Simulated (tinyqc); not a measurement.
Strained quantum well: band edges, subbands and transparency: sweeps and comparisons. A value that a table varies takes the place of the one given here.

Growth on (001), barriers unstrained: tr(e) = e (2 - nu2), Z = b e (1 + nu2); Ec = Ev + Eg + ac tr(e), E_HH = Ev + av tr(e) + Z, E_LH = Ev + av tr(e) - Z (coupling to the split-off band left out).

Masses along z: me, 1/(g1 - 2 g2) for HH, 1/(g1 + 2 g2) for LH, likewise in the barrier; in the plane me, 1/(g1 + g2) for HH and 1/(g1 - g2) for LH (no mixing, which understates the hole masses away from k = 0). Level n solves k L + 2 atan[(k/m)/(kappa/mb)] = n pi, k = sqrt(m E/c), kappa = sqrt(mb (V - E)/c), c = hbar^2/2m0.

Transparency (Bernard-Duraffourg): Fc - Fv equals the lowest transition energy with n = p, n = sum m/(2 pi c) kB T ln(1 + exp((Fc - E)/kB T)) and p likewise over the listed subbands; c = hbar^2/2m0, 1/angstrom^2 = 1e16/cm^2.

Constants: hbar^2/2m0 = 3.80998211 eV angstrom^2; kB = 8.617333262e-05 eV/K; hc = 1239.841984 eV nm.

Values chosen for the exercise (near those of an InGaAs/AlGaAs well; the results hold for these values, not for the real material): nu2 = 0.957 (2 C12/C11); Eg = 1.062 eV (unstrained gap of the well); Ev = -0.748 eV (its valence edge); ac = -6.65 eV; av = 1.12 eV (Ev moves by av tr(e)); b = -1.95 eV (shear potential); Egb = 1.675 eV (gap of the barrier); Evb = -0.905 eV (its valence edge); L = 48 angstrom (well width); me = 0.0551 m0 (electron mass); g1 = 10.23 (gamma1); g2 = 3.67 (gamma2); meb = 0.084 m0; g1b = 6.3; g2b = 1.8; T = 300 K (temperature); es = (-0.02, -0.014, -0.008, -0.003, 0, 0.003, 0.007, 0.012) (strains); e = -0.0176 (strain in the plane); Ls = (25, 35, 50, 65, 85, 110, 150) angstrom (widths).

## Strain as a design knob

Only the strain is changed; the unstrained gap and the masses are kept.

Results:

| e (%) | wavelength (nm) | top hole | hh1 - lh1 (meV) | n_tr (1e12/cm^2) | share in top |
|---|---|---|---|---|---|
| -2.0 | 976 | hh1 | 160 | 0.486 | 0.93 |
| -1.4 | 993 | hh1 | 126 | 0.491 | 0.91 |
| -0.8 | 1010 | hh1 | 89 | 0.505 | 0.86 |
| -0.3 | 1025 | hh1 | 58 | 0.544 | 0.73 |
| 0.0 | 1035 | hh1 | 38 | 0.593 | 0.60 |
| 0.3 | 1045 | hh1 | 19 | 0.671 | 0.45 |
| 0.7 | 1065 | lh1 | -7 | 0.758 | 0.71 |
| 1.2 | 1115 | lh1 | -40 | 0.693 | 0.89 |

n_tr is largest at e = +0.7 % (0.76), where hh1 - lh1 = -7 meV and the top subband holds 71 % of the holes, and smallest, 0.49, at -2.0 and -1.4 %. The top hole level turns from hh to lh, and the light from TE to TM, between +0.3 and +0.7 %. The wavelength runs from 976 to 1115 nm.

## Width of the well

All levels anew.

Results:

| L (angstrom) | wavelength (nm) | top hole | hh1 - lh1 (meV) | n_tr (1e12/cm^2) | share in top | n_tr/L (1e18/cm^3) |
|---|---|---|---|---|---|---|
| 25 | 896 | hh1 | 125 | 0.477 | 0.97 | 1.91 |
| 35 | 943 | hh1 | 140 | 0.477 | 0.97 | 1.36 |
| 50 | 987 | hh1 | 147 | 0.490 | 0.92 | 0.98 |
| 65 | 1015 | hh1 | 148 | 0.514 | 0.83 | 0.79 |
| 85 | 1037 | hh1 | 147 | 0.554 | 0.71 | 0.65 |
| 110 | 1054 | hh1 | 145 | 0.612 | 0.59 | 0.56 |
| 150 | 1068 | hh1 | 143 | 0.726 | 0.46 | 0.48 |

The wavelength tunes by 171 nm. The sheet density at transparency changes from 0.48 to 0.73, the top hole subband holding 0.97 and 0.46 of the holes at the ends, while the volume density falls by a factor 3.9. Critical thickness and carrier escape are left out.

## What each parameter does

Edge wavelength, hh1 - lh1 and n_tr. Each row changes one parameter from the base and keeps the others.

Results:

| case | wavelength (nm) | hh1 - lh1 (meV) | n_tr (1e12/cm^2) |
|---|---|---|---|
| base | 982.6 | 146.6 | 0.488 |
| L = 58 angstrom | 1003.5 | 148.1 | 0.502 |
| e = -0.0196 | 977.2 | 157.9 | 0.486 |
| Eg = 1.042 eV | 996.5 | 146.6 | 0.488 |
| b = -2.24 eV | 990.2 | 162.5 | 0.486 |
| ac = -5.99 eV | 990.9 | 146.6 | 0.488 |
| me = 0.0606 m0 | 984.5 | 146.6 | 0.513 |
| g1 = 10.84 | 980.5 | 144.0 | 0.474 |
| T = 340 K | 982.6 | 146.6 | 0.562 |

The largest shifts from the base row, up to three for each result and ties (the steps differ in size, so this ranks the rows, not the parameters). wavelength (nm): L +20.9, Eg +13.9, ac +8.3; unchanged at the printed digits by T. hh1 - lh1 (meV): b +15.8, e +11.3, g1 -2.6; unchanged at the printed digits by Eg, ac, me and T. n_tr (1e12/cm^2): T +0.074, me +0.025, L +0.014, g1 -0.014; unchanged at the printed digits by Eg and ac.

Computed by tinyqc, a small Python program: `OMP_NUM_THREADS=1 python tinyqc.py 1252416 1252417 out.jsonl` (the numbers bound the seed that draws the inputs); one thread of a shared host (Intel(R) Xeon(R) Processor @ 2.30GHz), about 0.01 s for the whole set of steps.
